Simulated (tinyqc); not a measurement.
Changing the time t: classical nucleation, growth and JMAK kinetics of crystallisation from a melt or glass. Computed by tinyqc, a small Python program. Command: `OMP_NUM_THREADS=1 python tinyqc.py 3017462 3017463 out.jsonl nucl sweep`. One thread of a shared host (Intel(R) Xeon(R) Processor @ 2.30GHz), about 0.02 s of CPU time with the checks.

A spherical nucleus cap on a flat wall with a sharp interface of isotropic energy gamma; lambda = Omega^(1/3) is the jump distance.

Inputs (values chosen for the exercise, for a model substance):

| quantity | value | unit |
|---|---|---|
| melting point T_m | 1640 | K |
| heat of melting per volume H | 1180 | J/cm^3 |
| interface energy gamma | 0.108 | J/m^2 |
| atomic volume Omega | 21.1 | angstrom^3 |
| temperature T | 1268 | K |
| diffusion prefactor D0 | 5.8e-05 | m^2/s |
| activation energy Q | 1.58 | eV |
| contact angle theta | 145 | degrees |
| wall area per volume S_v | 5.5e+06 | 1/m |

Nucleation: on a flat wall. Driving force: Thompson-Spaepen.

Constants: k_B = 8.617333262e-05 eV/K; k_B = 1.380649e-23 J/K.

Method:
- Driving force per volume: dG = H [(T_m - T)/T_m] [2 T/(T_m + T)].
- Shape factor f = (2 + cos theta)(1 - cos theta)^2/4.
- W(r) = f [4 pi r^2 gamma - (4/3) pi r^3 dG]; r* = 2 gamma/dG; W* = f 16 pi gamma^3/(3 dG^2); n* = f (4/3) pi r*^3/Omega.
- D = D0 exp(-Q/(k_B T)); attachment rate k+ = (A*/lambda^2) D/lambda^2 with A* = 2 pi r*^2 (1 - cos theta); Zeldovich factor Z = sqrt(W*/(3 pi k_B T))/n*; sites per volume N = S_v/lambda^2; I = N Z k+ exp(-W*/(k_B T)); lag time = 1/(4 pi Z^2 k+).
- Growth (Wilson-Frenkel): u = (D/lambda) [1 - exp(-dG Omega/(k_B T))].
- D = D0 exp(-Q/(k_B T)).
- JMAK with steady nucleation and growth, nuclei spread at random: extended fraction X_e = (pi/3) I u^3 t^4, X = 1 - exp(-X_e); t_X = [-3 ln(1 - X)/(pi I u^3)]^(1/4); final grains per volume = Gamma(5/4) (3/pi)^(1/4) (I/u)^(3/4), Gamma(5/4) = 0.9064024771. Grain size = (grains per volume)^(-1/3).

One run for each value:

| time t (s) | fraction X at t | extended fraction |
|---|---|---|
| 1.70e-06 | 2.5555e-03 | 2.5588e-03 |
| 2.20e-06 | 7.1510e-03 | 7.1767e-03 |
| 2.90e-06 | 2.1435e-02 | 2.1668e-02 |
| 3.80e-06 | 6.1883e-02 | 6.3881e-02 |
| 4.90e-06 | 1.6189e-01 | 1.7661e-01 |
| 6.30e-06 | 3.8283e-01 | 4.8261e-01 |
| 8.20e-06 | 7.4971e-01 | 1.3851e+00 |
| 1.10e-05 | 9.8873e-01 | 4.4854e+00 |
| 1.40e-05 | 9.9999e-01 | 1.1769e+01 |

What does the table show, and why?

Over the rows, fraction X at t rises from 0.00256 to 1.000 (exponent d ln y / d ln x 4.0 between the first rows and 0.047 between the last); extended fraction rises from 0.00256 to 11.8 (exponent d ln y / d ln x about 4.0 throughout). The extended fraction counts overlapping grains and goes as t^4 (one power from nucleation, three from growth); X follows it while small and saturates as grains impinge.

Caution (all rows): homogeneous nucleation, left out here, would be as fast or faster: the wall offers too few sites or too small a cut in the barrier. Caution (all rows): homogeneous nucleation, left out here, would be as fast or faster.
